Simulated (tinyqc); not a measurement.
# Changing the temperature T

Model: concentration-dependent dopant diffusion with charged defects and the built-in field. Computed by tinyqc, a small Python program. Command: `OMP_NUM_THREADS=1 python tinyqc.py 3024078 3024079 out.jsonl extrinsic sweep`. One thread of a shared host (Intel(R) Xeon(R) Processor @ 2.30GHz), about 0.7 s of CPU time with the checks.

A constant source C_s feeds a half space. The dopant moves through neutral point defects and through charged ones, whose number grows with the majority carrier density n.

Inputs (values chosen for the exercise, modelled on arsenic in silicon):
```
quantity                        value    unit
neutral prefactor D0x          0.0116  cm^2/s
neutral activation energy E0     3.44      eV
singly charged prefactor D01     32.5  cm^2/s
activation energy E1             4.17      eV
surface concentration C_s     5.9e+19  1/cm^3
junction level C_B              8e+16  1/cm^3
time t                            680       s
```

Field enhancement: off.

Constants: k_B = 8.617333262e-05 eV/K.

Method:
- n_i = 3.87e16 T^1.5 exp(-7014/T) per cm^3 (T in kelvin, an empirical form); each D = prefactor x exp(-E/(k_B T)); the intrinsic diffusivity D_i is their sum.
- Temperatures in kelvin are T(C) + 273.15.
- n = C/2 + sqrt(C^2/4 + n_i^2); D(C) = h [Dx + D1 (n/n_i)], h = 1.
- With y = x/sqrt(D_s t), u = C/C_s and q = -(D/D_s) du/dy: du/dy = -q D_s/D, dq/dy = -(y/2) q D_s/D, u(0) = 1. The surface flux q(0) is shot so that u tends to 0 (LSODA, an adaptive multistep solver, relative tolerance 1e-10). Dose Q = 2 q(0) C_s sqrt(D_s t).
- The junction lies where C = C_B.

One run for each value:
```
temperature T (C)  junction depth x_j (nm)  enhancement D_s/D_i  n_i (1/cm^3)  intrinsic diffusivity D_i (cm^2/s)
850                                   5.97               12.906    2.8264e+18                          1.0566e-17
900                                  13.19               10.442    3.9372e+18                          5.8951e-17
950                                  27.58                8.418    5.3521e+18                          2.9157e-16
1050                                104.99                5.530    9.2883e+18                          5.1685e-15
1100                                192.92                4.544    1.1910e+19                          1.8854e-14
1150                                342.18                3.782    1.5037e+19                          6.3184e-14
```

Give the missing row, temperature T (C) = 1000.

Computed row:
```
temperature T (C)  junction depth x_j (nm)  enhancement D_s/D_i  n_i (1/cm^3)  intrinsic diffusivity D_i (cm^2/s)
1000                                 54.97                6.800    7.1191e+18                          1.2913e-15
```

Interpolating between the two neighbouring rows (linearly) misses most in intrinsic diffusivity D_i (cm^2/s), by 110 %. Over the rows, junction depth x_j (nm) rises from 5.97 to 342; enhancement D_s/D_i falls from 12.9 to 3.78. The enhancement drops as T rises, because n_i grows relative to C_s.

Caution (all rows): the built-in field is switched off although C_s exceeds n_i; with it D_s would be larger by the factor 1 + C_s/sqrt(C_s^2 + 4 n_i^2). Caution (all rows): at such concentrations dopants can cluster or exceed their solubility; the active fraction and the diffusivity then fall below the model.
